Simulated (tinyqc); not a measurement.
Inside a calculation. Model: five-frequency model of solute diffusion by vacancies in an fcc metal. Computed by tinyqc, a small Python program that keeps every step. Command: `OMP_NUM_THREADS=1 python tinyqc.py 3018996 3018997 out.jsonl fivefreq walk`. One thread of a shared host (Intel(R) Xeon(R) Processor @ 2.30GHz), about 0.07 s of CPU time with the checks. Intermediate numbers are printed to about 6 digits and carried at full precision; extremes and crossings named in words are read from the listed rows.

A vacancy next to the solute exchanges with it (w2), jumps to one of 4 sites that also neighbour the solute (w1) or to one of 7 that do not (w3); w4 is the reverse of w3 and w0 the host jump.

Inputs (values chosen for the exercise, for a model solute in a host close to copper):
```
quantity                                      value      unit
barrier E0 (host jump)                        0.699        eV
barrier E1 (vacancy circles the solute)       0.593        eV
barrier E2 (exchange)                         0.639        eV
barrier E3 (dissociation)                     0.683        eV
binding energy E_b (positive for attraction)  0.061        eV
vacancy formation energy E_f                   1.24        eV
formation entropy S_f                           2.4       k_B
attempt frequency nu                              7       THz
lattice constant a                             3.61  angstrom
temperature T                                   608         K
```

Constants: k_B = 8.617333262e-05 eV/K.

## Jump rates

w_i = nu exp(-E_i/(k_B T)); detailed balance gives E4 = E3 - E_b.

rates (1/s): w0 1.12463e+07, w1 8.50465e+07, w2 3.53474e+07, w3 1.52629e+07, w4 4.88959e+07

## Correlation factor

Manning: with y = w4/w0, 7F = 7 - (10 y^4 + 180.5 y^3 + 927 y^2 + 1341 y)/(2 y^4 + 40.2 y^3 + 254 y^2 + 597 y + 436); f2 = (2 w1 + 7F w3)/(2 w2 + 2 w1 + 7F w3). The mean cosine between successive solute jumps follows from f2 = (1 + c)/(1 - c).

y = w4/w0 = 4.34772

7F = 3.47630

correlation factor f2 = 0.759416

mean cosine c = -0.136741

For a tracer of the host all rates are equal and f = 0.7815; here f2 is below that.

## Diffusivities

c_v = exp(S_f - E_f/(k_B T)); host D0 = a^2 c_v w0 x 0.7815; solute D2 = a^2 c_v exp(E_b/(k_B T)) w2 f2; 1 angstrom^2 = 1e-16 cm^2.

vacancy fraction c_v = 5.80513e-10

host diffusivity D0 = 6.64915e-18 cm^2/s

solute diffusivity D2 = 6.50577e-17 cm^2/s

ratio D2/D0 = 9.78437

The ratio splits into binding 3.2, exchange rate 3.14 and correlation 0.972.

## Solute against host over temperature

The formulas are those given above.

Diffusion:
```
T (K)        f2  D0 (cm^2/s)  D2 (cm^2/s)    D2/D0
395    0.809544  1.43146e-26  5.18706e-25  36.2362
456    0.788154  2.91903e-23  6.40074e-22  21.9276
517    0.773266  9.85696e-21  1.47457e-19  14.9597
608    0.759416  6.64915e-18  6.50577e-17   9.7844
699    0.751890  8.22604e-16  5.89962e-15   7.1719
790    0.748048  3.35400e-14  1.89880e-13   5.6613
882    0.746334  6.54389e-13  3.07071e-12   4.6925
```

The apparent activation energy of D2 is 1.811 eV between the coldest rows and 1.817 eV between the hottest; without correlation it would be E_f - E_b + E2 = 1.818 eV, and the host has 1.939 eV. f2 is not small, so the exchange barrier governs.

Checks made by the program: Manning formula against a solved vacancy walk within 5 nearest-neighbour distances (relative difference 8e-04).
